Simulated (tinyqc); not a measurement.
MOSFET with velocity saturation and source resistance: two steps of the calculation.

Strong inversion, charge Q = Cox (Vg - m V) at channel potential V with Vg the gate overdrive, and drift velocity v = mu E/(1 + mu E/vsat). Integrating along the channel gives I = mu Cox (1/L)(Vg Vd - m Vd^2/2)/(1 + Vd/Vc) per width, Vc = vsat L/mu, which peaks at Vdsat. Units: I in uA/um, Rs in ohm um, so the drop over Rs is 1e-6 I Rs volts.

Parameters, values chosen for the exercise:

| symbol | value | unit | meaning |
|---|---|---|---|
| Cox | 0.51 | uF/cm^2 | gate capacitance |
| mu0 | 480 | cm^2/(V s) | mobility at low gate voltage |
| th | 0 | 1/V | mobility degradation |
| vsat | 8.1e6 | cm/s | saturation velocity |
| m | 1.28 |  | body factor |
| VT | 0.46 | V | threshold |
| L | 2 | um | channel length |
| Rs | 100 | ohm um | source resistance |
| Vgs | 1.8 | V | gate voltage |

Problem 1. Saturation without source resistance. Vg = Vgs - VT (0 if negative), mu = mu0/(1 + th Vg), Vc = vsat L/mu, x = sqrt(1 + 2 Vg/(m Vc)), Vdsat = 2 Vg/(m (1 + x)), Isat = Cox vsat Vg (x - 1)/(x + 1) per width. Long-channel limit: mu Cox Vg^2/(2 m L); short-channel limit: Cox vsat Vg.

Give: Vg; mu; Vc; Vdsat; Isat; long-channel limit; short-channel limit.

Solution 1.

Vg = 1.340 V
mu = 480.0 cm^2/(V s)
Vc = 3.375 V
Vdsat = 0.9212 V
Isat = 66.47 uA/um
long-channel limit = 85.85 uA/um
short-channel limit = 553.6 uA/um

Problem 2. Saturation current with source resistance. Vg = Vgs - I Rs - VT (0 if negative), mu = mu0/(1 + th Vg), Vc = vsat L/mu, x = sqrt(1 + 2 Vg/(m Vc)), Vdsat = 2 Vg/(m (1 + x)), Isat = Cox vsat Vg (x - 1)/(x + 1) per width. I(new) = Isat.

I at the start = 0 uA/um

Give: Vg; mu; Vc; Vdsat; Isat; I after iteration 1.

Solution 2.

Vg = 1.3400 V
mu = 480.00 cm^2/(V s)
Vc = 3.3750 V
Vdsat = 0.92116 V
Isat = 66.472 uA/um
I after iteration 1 = 66.472 uA/um

tinyqc, about 0.01 s, one thread, Intel Xeon 2.30GHz (shared host): `OMP_NUM_THREADS=1 python tinyqc.py 2500032 2500033 out.jsonl`
